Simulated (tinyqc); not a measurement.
Heisenberg magnet: exchange from energy differences, ordering vector, linear spin waves and ordering temperature. Changing the spin S. Computed by tinyqc, a small Python program. Command: `OMP_NUM_THREADS=1 python tinyqc.py 3002292 3002293 out.jsonl magnon sweep`. One thread of a shared host (Intel(R) Xeon(R) Processor @ 2.30GHz), about 0.2 s of CPU time with the checks.

H = -sum over pairs <ij> J_ij S_i.S_j - K sum_i (S_i^z)^2, each pair once, J > 0 ferromagnetic. First neighbours: 4 at a (1, 0), second: 4 at a (1, 1), with all permutations and signs.

Inputs (values chosen for the exercise, for a model magnet):
```
quantity                 value      unit
exchange J1               4.51       meV
exchange J2                1.6       meV
single-ion anisotropy K  0.085       meV
lattice constant a        3.19  angstrom
mesh divisions n            60         -
temperature T              120         K
```

Lattice: square. Order: ferromagnetic.

Constants: k_B = 8.617333262e-05 eV/K.

Method:
- g_s(q) = sum over shell s of cos(q.R), z1 = g1(0). E(q) = S [J(0) - J(q)] + (2S - 1) K, J(q) = J1 g1 + J2 g2. The factor 2S - 1 removes the anisotropy for S = 1/2.
- sum R_x^2 over the shells is s1 = 2 a^2 and s2 = 4 a^2. E = gap + D q^2 with D = (S/2)(J1 s1 + J2 s2) and gap = (2S - 1) K.
- J(q) = J1 g1(q) + J2 g2(q), g_s(q) = sum over shell s of cos(q.R).
- Mesh: q = sum_i (m_i + 1/2)/n b_i, m_i = 0..n-1, b = [[1, 0], [0, 1]] in 2 pi/a; <..> is the mean over the mesh.
- n = 1/(exp(E/(k_B T)) - 1); no zero-point loss; thermal loss <n>; moment = S less the losses.
- K left out. Mean field: k_B T = S (S + 1) J(Q)/3 at the ordering vector Q; random-phase (Tyablikov): k_B T = [S (S + 1)/3] / <1/(J(Q) - J(q))>, which diverges in two dimensions and gives 0; Curie-Weiss theta = S (S + 1) J(0)/(3 k_B).

One run for each value:
```
spin S  mean-field ordering temperature (K)  stiffness D (meV angstrom^2)  zero-point loss  moment <S^z>
1.0                                     189                          78.5                0         0.418
1.5                                     355                         117.7                0         1.180
2.0                                     567                         156.9                0         1.788
2.5                                     827                         196.1                0         2.346
3.0                                    1134                         235.4                0         2.881
3.5                                    1489                         274.6                0         3.404
```

Describe and explain the trends.

Over the rows, mean-field ordering temperature (K) rises from 189 to 1490 (exponent d ln y / d ln x 1.6 between the first rows and 1.8 between the last); stiffness D (meV angstrom^2) rises from 78.5 to 275 (exponent d ln y / d ln x about 1.0 throughout); zero-point loss does not change. The exponent of stiffness D stays at 1: linear spin waves scale with S. The mean-field temperature goes as S (S + 1) and the spin-wave scale as S. Left out: 0.500 (T too near or above the ordering temperature).

Caution (rows 1.00, 1.50): with so many magnons their interaction matters and linear theory fails.
